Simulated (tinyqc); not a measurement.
Single-band model of a thermoelectric material. Changing the carrier density n. Computed by tinyqc, a small Python program. Command: `OMP_NUM_THREADS=1 python tinyqc.py 3019081 3019082 out.jsonl thermo sweep`. One thread of a shared host (Intel(R) Xeon(R) Processor @ 2.30GHz), about 0.03 s of CPU time with the checks.

One spherical band, one scattering law, no minority carriers and no phonon drag. In a real material minority carriers limit |S| to about E_g/(2 e T), so larger values are formal. eta = E_F/(k_B T) is counted from the band edge; f = 1/(1 + exp(x - eta)).

Inputs (values chosen for the exercise, modelled on n-type Mg3Sb2): density-of-states mass m = 1.1 m_0; mobility parameter mu_300 = 250 cm^2/(V s); temperature exponent p = 1.5; lattice thermal conductivity kappa_L = 0.8 W/(m K); temperature T = 440 K.

Band: parabolic. Scattering: acoustic phonons, r = -0.5.

Constants: m_0 = 9.1093837015e-31 kg; k_B = 1.380649e-23 J/K; hbar = 1.054571817e-34 J s; k_B = 8.617333262e-05 eV/K; e = 1.602176634e-19 C.

Method:
- With x = E/(k_B T), a = alpha k_B T (0 for a parabolic band), G = x (1 + a x), D = 1 + 2 a x and <y> = int y f (1 - f) dx, f = 1/(1 + exp(x - eta)): tau = tau_0 G^r/D; transport function s = G^(3/2 + r)/D^2; n = N_0 <G^(3/2)> with N_0 = (2 m k_B T)^(3/2)/(3 pi^2 hbar^3).
- Integrals over x = E/(k_B T) use 160 Gauss-Legendre points in u = sqrt(x) from 0 to sqrt(max(eta, 0) + 32).
- Solve for eta.
- sigma = e mu_0 N_0 <s> with mu_0 = e tau_0/m = mu_300 (T/300 K)^(-p); |S| = (k_B/e)(<x s>/<s> - eta); Lorenz number L = (k_B/e)^2 (<x^2 s>/<s> - (<x s>/<s>)^2); kappa_e = L sigma T; zT = S^2 sigma T/(kappa_L + kappa_e).
- Hall factor r_H = <G^(3/2)> <G^(3/2 + 2r)/D^4>/<s>^2; drift mobility sigma/(n e) with n = N_0 <G^(3/2)>; power factor S^2 sigma.

One run for each value; columns: (1) carrier density n (1/cm^3); (2) zT; (3) Seebeck coefficient |S| (microvolt/K); (4) power factor (microwatt/(cm K^2)); (5) conductivity sigma (S/cm); (6) Lorenz number L (1e-8 V^2/K^2); (7) reduced Fermi level eta:
```
(1)          (2)    (3)    (4)        (5)    (6)    (7)
2.30e+17  0.0872  638.6   1.59  3.899e+00  1.486  -5.41
6.70e+17  0.1847  546.6   3.39  1.134e+01  1.488  -4.34
2.00e+18  0.3699  452.6   6.91  3.374e+01  1.492  -3.23
5.70e+18  0.6403  363.3  12.56  9.517e+01  1.505  -2.16
1.70e+19  0.9071  271.8  20.35  2.755e+02  1.544  -0.99
4.80e+19  0.8630  189.2  25.92  7.239e+02  1.638   0.26
1.40e+20  0.4602  114.6  23.68  1.802e+03  1.847   1.93
4.10e+20  0.1375   59.8  14.50  4.056e+03  2.151   4.64
1.20e+21  0.0326   29.0   7.16  8.538e+03  2.360   9.79
3.50e+21  0.0079   14.1   3.49  1.755e+04  2.423  20.11
```

Describe and explain the trends.

Over the rows, zT goes from 0.0872 through a maximum among these rows, 0.907 at 1.70e19, to 0.00786; Seebeck coefficient |S| (microvolt/K) falls from 639 to 14.1 (exponent d ln y / d ln x -0.15 between the first rows and -0.67 between the last); power factor (microwatt/(cm K^2)) goes from 1.59 through a maximum among these rows, 25.9 at 4.80e19, to 3.49. At the high end the exponent of Seebeck coefficient |S| is -0.67, close to -0.67: the Mott formula. At the low end the exponent of conductivity sigma is 1.00, close to 1: the mobility hardly depends on n here.

Extremes, crossings and ranges named in words are read from the listed rows.
